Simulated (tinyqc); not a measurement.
# Formation energy of a charged point defect from supercell energies, step by step

A worked calculation. Computed by tinyqc, a small Python program that keeps every step. Command: `OMP_NUM_THREADS=1 python tinyqc.py 3005805 3005806 out.jsonl formation walk`. One thread of a shared host (Intel(R) Xeon(R) Processor @ 2.30GHz), about 0.01 s of CPU time with the checks. Intermediate numbers are printed to about 6 digits and carried at full precision; extremes and crossings named in words are read from the listed rows.

The host is a compound AB. Making the defect adds n_A = 1, n_B = 0 atoms to the cell. All total energies are inputs. E_F is counted from the valence-band maximum (VBM); x = 0 is A-rich and x = 1 B-rich growth.

Inputs (values chosen for the exercise, for a model compound AB):

| quantity | value | unit |
|---|---|---|
| gap E_g | 3.76 | eV |
| E_VBM of the host cell | 4.649 | eV |
| potential alignment dV | 0.0092 | eV |
| dielectric constant eps | 11.9 | - |
| cell length L | 16.3 | angstrom |
| mu_A of the pure element | -4.206 | eV |
| formation enthalpy dH of AB | -1.71 | eV |
| growth condition x | 0.79 | - |
| Fermi level E_F | 2.68 | eV |
| temperature T | 1400 | K |
| site density N_s | 2.8e+22 | cm^-3 |

Defect: A interstitial. Supercell lattice: sc.

charge states q: 0  -1  -2

E(defect, q) - E(host), in the order of q (eV): -3.837  2.519  9.814

Constants: e^2/(4 pi eps_0) = 14.39964548 eV angstrom; k_B = 8.617333262e-05 eV/K.

## Chemical potentials

dmu_A = x dH and dmu_B = (1 - x) dH, so that dmu_A + dmu_B = dH; mu = mu(element) + dmu. The reservoir term is sum n_i mu_i.

dmu_A = -1.3509 eV

dmu_B = -0.3591 eV

sum n_i mu_i = -5.5569 eV

## Image-charge corrections

Image-charge correction of a point charge in a neutralising background: E_corr = q^2 alpha e^2/(4 pi eps_0) / (2 eps L), alpha = 2.837297 for a sc array with L the cube root of the volume.

E_corr (eV): (q=0) 0.000000, (q=-1) 0.105315, (q=-2) 0.421262

## Formation energies at E_F = 0

E_f(q, E_F) = [E(defect, q) - E(host)] - sum n_i mu_i + q (E_VBM + dV + E_F) + E_corr(q).

E_f(q, 0) (eV): (q=0) 1.71990, (q=-1) 3.52302, (q=-2) 6.47576

## Transition levels and the lower envelope

eps(q/q') = [E_f(q', 0) - E_f(q, 0)]/(q - q'). U of state q is eps(q/q-1) - eps(q+1/q). The stable state at each E_F is the lowest line E_f(q, 0) + q E_F.

One-electron levels above the VBM (eV):

| level | energy | U of the state between this level and the next |
|---|---|---|
| (0/-1) | 1.80312 | 1.14963 |
| (-1/-2) | 2.95275 | - |

Stable states:

| q | from E_F (eV) | to E_F (eV) |
|---|---|---|
| 0 | 0.00000 | 1.80312 |
| -1 | 1.80312 | 2.95275 |
| -2 | 2.95275 | 3.76000 |

Stable in the gap, from the VBM up: 0, -1, -2.

## The first and the last level

eps(q/q-1) = E_f(q - 1, 0) - E_f(q, 0).

level (0/-1) = 1.80312 eV

level (-1/-2) = 2.95275 eV

## Concentrations at the given E_F and T

E_f(q, E_F) = E_f(q, 0) + q E_F. c_q = N_s exp(-E_f(q, E_F)/k_B T), with all degeneracy factors one and no vibrational entropy.

Charge states:

| q | E_f (eV) | c_q (cm^-3) | share |
|---|---|---|---|
| 0 | 1.71990 | 1.80215e+16 | 6.30965e-04 |
| -1 | 0.84302 | 2.58485e+19 | 9.05005e-01 |
| -2 | 1.11576 | 2.69521e+18 | 9.43642e-02 |

lowest formation energy = 0.843015 eV

total concentration = 2.85618e+19 cm^-3

mean charge = -1.09373 e

State -1 holds 90.5 % of the defects.

## Fermi level and growth conditions

Each entry is the lowest E_f over q.

Lowest formation energy (eV):

| E_F (eV) | stable q | A-rich, x = 0 | x = 0.5 | B-rich, x = 1 |
|---|---|---|---|---|
| 0.00 | 0 | 0.36900 | 1.22400 | 2.07900 |
| 0.47 | 0 | 0.36900 | 1.22400 | 2.07900 |
| 0.94 | 0 | 0.36900 | 1.22400 | 2.07900 |
| 1.41 | 0 | 0.36900 | 1.22400 | 2.07900 |
| 1.88 | -1 | 0.29212 | 1.14712 | 2.00212 |
| 2.35 | -1 | -0.17788 | 0.67712 | 1.53212 |
| 2.82 | -1 | -0.64788 | 0.20712 | 1.06212 |
| 3.29 | -2 | -1.45514 | -0.60014 | 0.25486 |
| 3.76 | -2 | -2.39514 | -1.54014 | -0.68514 |

Going from A-rich to B-rich growth shifts every line by +1.710 eV and moves no transition level. The slope of the envelope is the stable charge, so E_f is highest in the rows from E_F = 0 to 1.41 eV, where the neutral state is stable: the defect forms most easily in n-type material. Under A-rich growth E_f turns negative for part of the gap, so in equilibrium E_F cannot enter that part. Under B-rich growth E_f turns negative for part of the gap, so in equilibrium E_F cannot enter that part.

## What the corrections do to the levels

Levels eps(q/q-1) with the terms q dV and E_corr left out or kept.

Levels above the VBM (eV):

| level | raw | with alignment | with image charge | with both |
|---|---|---|---|---|
| (0/-1) | 1.70700 | 1.69780 | 1.81232 | 1.80312 |
| (-1/-2) | 2.64600 | 2.63680 | 2.96195 | 2.95275 |

Alignment moves every level by -dV = -0.009 eV. The image term moves eps(q/q-1) by (1 - 2q) E_corr(1): (0/-1) by +0.105, (-1/-2) by +0.316 eV, donor levels down and acceptor levels up. It adds 2 E_corr(1) = 0.211 eV to every U.

Checks made by the program: envelope against a direct minimum on a grid (relative difference below 1e-10).
